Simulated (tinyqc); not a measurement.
## Boundary resistance from two temperatures

Question. A strip of width ws dissipates Pw per length on layer 1; with 45-degree spreading Tj - Tb = Pw [ln(w1/ws)/(2 k1) + Rb/w1], w1 = ws + 2 t1, where Tb is the temperature just under the boundary. Find Rb.

Values chosen for this exercise:

| symbol | value | unit | meaning |
|---|---|---|---|
| ws | 1.6 | um | width of the heated strip |
| Pw | 0.45 | W/mm | power per length of the strip |
| t1 | 1.2 | um | thickness of layer 1 |
| k1 | 52.3 | W/(m K) | conductivity of layer 1 |

Tb and Tj (K): [349.544604, 358.886582]

Solution. Subtract the resistance of layer 1 from (Tj - Tb)/Pw and multiply by w1.

Rb = 48.0 m^2 K/GW

Numbers from tinyqc (`OMP_NUM_THREADS=1 python tinyqc.py 2520022 2520023 out.jsonl`; about 0.01 s on one thread of a shared Intel Xeon 2.30GHz).
